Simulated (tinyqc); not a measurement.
Short-channel transistor, virtual-source model with series resistance: one step of the calculation.

The current per gate width is the charge at the top of the source barrier (the virtual source) times its velocity times a saturation function; al and be are fitting constants of the model. Units: I in uA/um, Rs in ohm um, so I Rs = 1e-6 I Rs in volts; Q in uC/cm^2, so I = 1e-4 Q vx0 Fsat with vx0 in cm/s.

Problem. What the series resistance costs. Intrinsic voltages Vg' = Vgs - I Rs, Vd' = Vds - 2 I Rs. n = n0 + nd Vd', VT = VT0 - dl Vd', Ff = 1/(1 + exp((Vg' - VT + al Vt/2)/(al Vt))), Q = Cinv n Vt ln(1 + exp((Vg' - VT + al Vt Ff)/(n Vt))), Vdsat = (vx0 L/mu)(1 - Ff) + Vt Ff, Fsat = u/(1 + u^be)^(1/be) with u = Vd'/Vdsat, and I = Q vx0 Fsat per width. I0 is the current for Rs = 0. Effective velocity I/Q; transit time L Q/I.

Parameters, values chosen for the exercise:

| symbol | value | unit | meaning |
|---|---|---|---|
| T | 293 | K | temperature |
| Cinv | 3.79 | uF/cm^2 | inversion capacitance |
| vx0 | 1.31e7 | cm/s | velocity at the virtual source |
| mu | 690 | cm^2/(V s) | apparent mobility |
| L | 25 | nm | channel length |
| VT0 | 0.419 | V | threshold at zero drain voltage |
| dl | 0.186 | V/V | drain-induced barrier lowering |
| n0 | 1.6 |  | subthreshold factor |
| nd | 0.05 | 1/V | growth of n with drain voltage |
| al | 3.5 |  | threshold shift (in units of Vt) from weak to strong inversion |
| be | 1.6 |  | sharpness of saturation |
| Rs | 30 | ohm um | series resistance of each contact |
| Vgs | 0.8 | V | gate voltage |
| Vds | 0.8 | V | drain voltage |

Constants: q = 1.602176634e-19 C, kB = 1.380649e-23 J/K, Vt = kB T/q. Results are converted to the units shown.

converged I = 2169.3835 uA/um
I0 = 2613.3271 uA/um

Wanted: loss against I0; effective velocity; transit time.

Solution.

loss against I0 = 16.988 %
effective velocity = 1.2983e7 cm/s
transit time = 0.19256 ps

The carriers leave the virtual source at 99.1 % of vx0: the device is in saturation.

Computed by the program tinyqc: `OMP_NUM_THREADS=1 python tinyqc.py 2380116 2380117 out.jsonl`, one thread of a shared Intel Xeon 2.30GHz, about 0.01 s for the whole run.
